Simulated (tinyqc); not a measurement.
# Double-gate transistor below threshold, two-dimensional Poisson equation on a small mesh: what changes with what

Half of a symmetric double-gate structure: row 0 is the mid-plane of the body, where the normal field vanishes. Mobile charge is neglected (subthreshold), the body is fully depleted, and potentials are counted from the intrinsic level; rows run upward to the gate, columns from source to drain.

Parameters, values chosen for the exercise; semiconductor permittivity close to that of germanium: temperature T = 300 K; relative permittivity of the semiconductor eps_r = 15.7; relative permittivity of the insulator eox = 9; half the body thickness tb = 5 nm; insulator thickness tox = 2.7 nm; channel length L = 38 nm; acceptor density of the depleted body Na = 0 cm^-3; potential of the source Vbi = 0.59 V; gate offset Vfb = -0.01 V; gate voltage Vg = 0.1 V; drain voltage Vd = 1 V.

Constants: q = 1.602176634e-19 C, kB = 1.380649e-23 J/K, Vt = kB T/q, eps0 = 8.8541878128e-14 F/cm where lengths are in cm. Results are converted to the units shown.

Each table varies one quantity; the others keep the values above.

## Effect of the insulator thickness

Mesh: rows i = 0..12 in the semiconductor (step hs = tb/12, row 12 on the interface), then 8 step(s) ho = tox/8 up to the gate row 20; columns j = 0..80 (step hy = L/80). Box integration, divided by eps0: up_i = eps hy/h of the interval above row i, dn_i = that of the interval below (0 for row 0), lat_i = (sum of eps h/2 over the intervals above and below)/hy, s_i = -q Na w_i hy/eps0 with w_i the semiconductor height of the box (hs/2 for row 0 and the interface row, hs between, 0 in the insulator). Each free node obeys (up + dn + 2 lat) psi = up psi(above) + dn psi(below) + lat [psi(left) + psi(right)] + s. Fixed values: gate row Vg - Vfb; column 0 at Vbi and the last column at Vbi + Vd in the semiconductor, each running linearly to Vg - Vfb across the insulator. The system is solved directly. On row 0 the minimum of psi and its place come from a parabola through the three lowest nodes; barrier = Vbi - minimum, swing = Vt ln 10/(d psi/dVg), DIBL = (d psi/dVd)/(d psi/dVg) there. Lambda = pi/k with k the smallest positive root of tan(k tox) tan(k tb) = eox/eps_r.

Result of one run:
```
tox (nm)	L/Lambda	barrier (V)	place y/L	swing (mV/decade)	DIBL (mV/V)
2.1	2.278	0.4253	0.4211	64.39	19.94
```

What becomes of these results when the insulator thickness tox is changed from 2.1 to 3.9 nm, all else the same?

Result of the changed run:
```
tox (nm)	L/Lambda	barrier (V)	place y/L	swing (mV/decade)	DIBL (mV/V)
3.9	1.766	0.3641	0.3974	70.93	46.13
```

The whole series:
```
tox (nm)	L/Lambda	barrier (V)	place y/L	swing (mV/decade)	DIBL (mV/V)
1.1	2.777	0.4539	0.4354	61.75	9.143
1.5	2.547	0.4433	0.4295	62.70	13.06
2.1	2.278	0.4253	0.4211	64.39	19.94
2.8	2.040	0.4023	0.4117	66.69	29.25
3.9	1.766	0.3641	0.3974	70.93	46.13
5.4	1.508	0.3115	0.3783	77.86	72.55
```

As tox goes from 1.1 to 5.4 nm, the barrier falls from 0.454 to 0.312 V, the swing rises from 61.8 to 77.9 mV a decade and DIBL rises from 9.14 to 72.5 mV/V; the ideal swing is 59.5. L/Lambda goes from 2.8 to 1.5.

## Effect of the drain voltage

Same model as above.

Effect of the drain voltage:
```
Vd (V)	L/Lambda	barrier (V)	place y/L	swing (mV/decade)	DIBL (mV/V)
0.05	2.070	0.4355	0.4924	65.29	46.04
0.25	2.070	0.4278	0.4676	65.43	39.26
0.45	2.070	0.4211	0.4489	65.64	34.86
0.65	2.070	0.4151	0.4339	65.88	31.70
0.85	2.070	0.4096	0.4213	66.14	29.31
1.05	2.070	0.4045	0.4105	66.41	27.41
```

Read the table: what changes, and by how much?

As Vd goes from 0.05 to 1.05 V, the barrier falls from 0.436 to 0.404 V, the swing rises from 65.3 to 66.4 mV a decade and DIBL falls from 46.0 to 27.4 mV/V; the ideal swing is 59.5. The barrier top moves from y/L = 0.492 to 0.410, towards the source.

## Choice of the relaxation factor

Mesh: rows i = 0..2 in the semiconductor (step hs = tb/2, row 2 on the interface), then 2 step(s) ho = tox/2 up to the gate row 4; columns j = 0..6 (step hy = L/6). Sweeps go row by row from row 0, left to right, psi(new) = psi + omega (t - psi) with t the value that solves the node equation for the newest neighbours; free nodes start at zero; stop when the largest change is below 1e-7 V.

Result of one run:
```
omega	sweeps
1.4	28
```

What becomes of these results when the relaxation factor omega is changed from 1.4 to 1.1, all else the same?

Result of the changed run:
```
omega	sweeps
1.1	64
```

The whole series:
```
omega	sweeps
1	78
1.1	64
1.2	52
1.3	40
1.4	28
1.5	25
1.6	33
1.7	46
1.8	71
1.9	147
```

Gauss-Seidel (omega = 1) takes 78 sweeps; the fewest, 25, are at omega = 1.5, and omega = 1.9 takes 147. The Jacobi matrix of this mesh has spectral radius rho = 0.9145, so theory puts the best factor at 2/(1 + sqrt(1 - rho^2)) = 1.42.

tinyqc, about 0.1 s, one thread, Intel Xeon 2.30GHz (shared host): `OMP_NUM_THREADS=1 python tinyqc.py 2480031 2480032 out.jsonl`
